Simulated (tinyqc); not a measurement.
Dopants and charged point defects at anneal temperature: Fermi-level effect, clustering and pairing: one step, computed by the program tinyqc. Command: `OMP_NUM_THREADS=1 python tinyqc.py 3009003 3009004 out.jsonl pairing walk`. One thread of a shared host (Intel(R) Xeon(R) Processor @ 2.30GHz), about 0.01 s of CPU time with the checks.

Boltzmann statistics and full ionisation of active dopants. Energies are counted from the valence band; the defect (a vacancy or self-interstitial) has five charge states, with all degeneracy factors one.

Task: Charged defects. C_0 = N_s exp(S_f/k_B) exp(-H_f/k_B T). Ratios to the neutral state at E_F = E_i: r_+ = exp((E(+/0) - E_i)/k_B T), r_2+ = r_+ exp((E(2+/+) - E_i)/k_B T), r_- = exp((E_i - E(0/-))/k_B T), r_2- = r_- exp((E_i - E(-/2-))/k_B T); at other E_F state q scales as chi^(-q). The enhancement is sum r_q chi^(-q)/sum r_q. The charge on the defects is left out of neutrality.

Inputs (values chosen for the exercise, with bands modelled on germanium): anneal temperature T = 750 K; formation enthalpy of the neutral defect H_f = 1.84 eV; formation entropy S_f = 8 k_B; site density N_s = 3e+22 cm^-3.

Dopant: donor. Second part: pairing with a mobile impurity.

defect levels as fractions of E_g(T): (2+/+), (+/0), (0/-), (-/2-): [0.072, 0.1, 0.69, 0.71]

E_g = 0.4948807 eV

k_B T = 0.06463000 eV

n_i = 6.419281e+17 cm^-3

E_i = 0.2237053 eV

chi = 42.08454

Give: neutral defects C_0; Charge states; all defects, doped; enhancement over intrinsic; mean charge.

Result:

neutral defects C_0 = 3.866e+13 cm^-3

Charge states:
```
state  ratio r  intrinsic (cm^-3)  doped (cm^-3)
2+       0.004          1.421e+11      8.026e+07
+        0.068          2.609e+12      6.200e+10
0        1.000          3.866e+13      3.866e+13
-        0.162          6.250e+12      2.630e+14
2-       0.022          8.671e+11      1.536e+15
```

all defects, doped = 1.837e+15 cm^-3

enhancement over intrinsic = 37.87

mean charge = -1.815 e

Doping leaves the neutral state alone and multiplies the total by 37.9; the most common state is 2- (in intrinsic material 0).
